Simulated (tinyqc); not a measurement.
Model-solid line-up of a strained alloy layer on a substrate: one step. Strain on the (110) substrate.

Coherent growth on a (110) face: e_par = (a_s - a)/a, e_perp = -(C11 + 3 C12 - 2 C44)/(C11 + C12 + 2 C44) e_par; exx = eyy = (e_par + e_perp)/2, ezz = e_par, exy = (e_perp - e_par)/2, eyz = ezx = 0.

Values chosen for the exercise (out of a larger set: A near InAs, B near AlAs, substrate near InP; not measured data): a_s = 5.875 angstrom (substrate); face = 110 (growth face).

Alloy at x (a in angstrom, C11, C12, C44 in GPa, all else in eV):
```
symbol      value
a        6.042090
Eg       0.484457
Dso      0.391550
Ev      -0.606889
ac      -5.068900
av       1.033800
b       -1.805300
d       -3.554300
C11     84.687000
C12     44.952000
C44     40.026000
```

Problem. Use the values of the alloy.

Give: e_par; e_perp; strain tensor in the cubic axes.

Solution.

e_par = -0.027654
e_perp = 0.018396

strain tensor in the cubic axes, rows x, y, z and columns alike:
```
[[-0.004629, 0.023025, 0.000000],
 [0.023025, -0.004629, 0.000000],
 [0.000000, 0.000000, -0.027654]]
```

The layer is under compression in the plane; its volume changes by -3.691 %. Above 2 % only a few nanometres stay coherent, and linear deformation potentials lose accuracy.

tinyqc: `OMP_NUM_THREADS=1 python tinyqc.py 1080074 1080075 out.jsonl`; about 0.02 s, one thread, shared Intel(R) Xeon(R) Processor @ 2.30GHz.
